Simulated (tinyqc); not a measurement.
# MOSFET in saturation, small-signal circuit and noise: what changes with what

Bias by the inversion coefficient IC = I/Ispec (charge-based model with velocity saturation; weak inversion below 0.1, strong above 10). Common-source circuit: gm, gds, Cgs, Cgd and Cj at the inner nodes, Rg in series with the gate; quasi-static, no source or drain resistance, no gate-body capacitance, no substrate network, no induced gate noise, so fmax is an upper estimate.

Parameters, values chosen for the exercise:

| symbol | value | unit | meaning |
|---|---|---|---|
| T | 300 | K | temperature |
| L | 65 | nm | gate length |
| W | 20 | um | total gate width |
| Cox | 1.35 | uF/cm^2 | gate capacitance |
| mu | 330 | cm^2/(V s) | mobility |
| n | 1.27 |  | slope factor |
| Ls | 15 | nm | velocity-saturation length |
| sg | 0.032 |  | ratio gds/gm |
| Cov | 0.34 | fF/um | overlap and fringe capacitance per side |
| Cj | 0.68 | fF/um | drain junction capacitance |
| Rsh | 15 | ohm | sheet resistance of the gate |
| Wf | 4 | um | finger width |
| Rc | 200 | ohm um | gate contact and vertical resistance |
| IC | 0.076 |  | inversion coefficient |
| gw | 0.12 |  | short-channel excess of the noise factor |
| Nt | 7.3e17 | cm^-3 eV^-1 | oxide trap density |
| lt | 0.1 | nm | tunnelling length into the oxide |
| ac | 0 | V s/C | Coulomb scattering coefficient |

Constants: q = 1.602176634e-19 C, kB = 1.380649e-23 J/K, Vt = kB T/q. Results are converted to the units shown.

Each table varies one quantity; the others keep the values above.

## Gains against frequency

Ispec = 2 n mu Cox (W/L) Vt^2, lc = Ls/L, gms = [sqrt((lc IC + 1)^2 + 4 IC) - 1]/[2 + lc (lc IC + 1)], gm = gms Ispec/(n Vt), gds = sg gm. qs = [sqrt(1 + 4 IC) - 1]/2, Cgs = Cox W L qs (2 qs + 3)/(3 (qs + 1)^2) + Cov W, Cgd = Cov W, Cd = Cj W, Rg = Rsh (Wf/L)/(12 Nf) + Rc/W with Nf = W/Wf fingers (not rounded) contacted at both ends. fT = gm/(2 pi (Cgs + Cgd)), fmax = fT/(2 sqrt(Rg (gds + 2 pi fT Cgd))). Inner admittances at w = 2 pi f: y11 = i w (Cgs + Cgd), y12 = -i w Cgd, y21 = gm - i w Cgd, y22 = gds + i w (Cgd + Cd). Invert to Z, add Rg to Z11 and invert back to Y. |h21| = |Y21/Y11|; U = |Y21 - Y12|^2/(4 [Re Y11 Re Y22 - Re Y12 Re Y21]). MSG = |Y21/Y12|; stability factor k = [2 Re Y11 Re Y22 - Re(Y12 Y21)]/|Y12 Y21|.

The same in every row: f sqrt(U) (GHz) = 34.080.

Gains against frequency:
```
f (GHz),|h21| (dB),U (dB),MSG (dB),k
0.054,39.981,56.002,23.349,0.0048958
0.1,34.629,50.650,20.674,0.0090661
0.19,29.055,45.075,17.886,0.017224
0.35,23.751,39.769,15.235,0.031718
0.66,18.252,34.259,12.485,0.059743
1.2,13.091,29.066,9.9044,0.10823
2.3,7.5593,23.415,7.1387,0.20460
4.3,2.5115,17.981,4.6148,0.36584
```

Over the table |h21| falls by 19.7 dB a decade, U by 20.0 and MSG by 9.85. The product f sqrt(U) stays at 34.1 GHz, against fmax = 34.1 GHz from the formula. k stays below one in all rows, so the device is only conditionally stable. In every row fmax exceeds 4 fT, where channel resistance and substrate losses, left out here, would cap it.

## Effect of the gate length on speed and noise

Channel noise Sid = 4 kB T gam n gm with gam = (1/2 + (2/3) qs)/(1 + qs) + gw lc IC, qs = [sqrt(1 + 4 IC) - 1]/2, lc = Ls/L (the last term an empirical rise with velocity saturation); at the gate, white noise Sw = Sid/gm^2 + 4 kB T Rg. Number fluctuation with correlated mobility: S(f) = K/f, K = q^2 Vt lt Nt/(W L Cox^2) (1 + ac mu Cox I/gm)^2, Vt in eV with Nt per eV. Corner fc = K/Sw. IC is held fixed, and so is sg.

Results:
```
L (nm),I (uA),Rg (ohm),fT (GHz),fmax (GHz),sqrt(Sw) (nV/Hz^0.5),fc (MHz)
20,57.48,60.00,18.08,40.68,2.805,84.44
32,35.92,41.25,11.28,38.73,3.389,36.15
79,14.55,22.66,4.367,32.46,5.159,6.320
130,8.842,17.69,2.512,27.80,6.581,2.361
200,5.748,15.00,1.518,23.41,8.141,1.003
320,3.592,13.12,0.8457,18.59,10.28,0.3929
500,2.299,12.00,0.4652,14.33,12.84,0.1612
```

Estimate the missing row, L = 50 nm.

Computed row:
```
L (nm),I (uA),Rg (ohm),fT (GHz),fmax (GHz),sqrt(Sw) (nV/Hz^0.5),fc (MHz)
50,22.99,30.00,7.112,36.04,4.149,15.44
```

With this row back in the table: As L goes from 20 to 500 nm, fT falls from 18.1 to 0.465 GHz, fmax falls from 40.7 to 14.3 GHz, the white noise rises from 2.81 to 12.8 nV/Hz^0.5 and the corner falls from 84.4 to 0.161 MHz. fT goes as L^(-1.00) between the first two rows and L^(-1.34) between the last two; with no overlap and no velocity saturation it would go as 1/L^2. For L = 50 to 500 nm fmax exceeds 4 fT, where channel resistance and substrate losses, left out here, would cap it.

## Effect of the finger width on speed and noise

Same model as above.

Corner fc = K/Sw. IC is held fixed.

The same in every row: I (uA) = 17.68; fT (GHz) = 5.388.

Effect of the finger width on speed and noise:
```
Wf (um),Rg (ohm),fmax (GHz),sqrt(Sw) (nV/Hz^0.5),fc (MHz)
0.25,10.06,54.14,4.670,9.376
0.5,10.24,53.66,4.670,9.375
1,10.96,51.86,4.672,9.369
2,13.85,46.14,4.677,9.349
4,25.38,34.08,4.697,9.268
8,71.54,20.30,4.778,8.957
```

As Wf goes from 0.25 to 8 um, fT stays at 5.39 GHz, fmax falls from 54.1 to 20.3 GHz, the white noise rises from 4.67 to 4.78 nV/Hz^0.5 and the corner falls from 9.38 to 8.96 MHz. The finger width leaves fT alone and acts through Rg, whose sheet part goes as Wf^2. For Wf = 0.25 to 4 um fmax exceeds 4 fT, where channel resistance and substrate losses, left out here, would cap it.

tinyqc, about 0.01 s, one thread, Intel Xeon 2.30GHz (shared host): `OMP_NUM_THREADS=1 python tinyqc.py 2150104 2150105 out.jsonl`
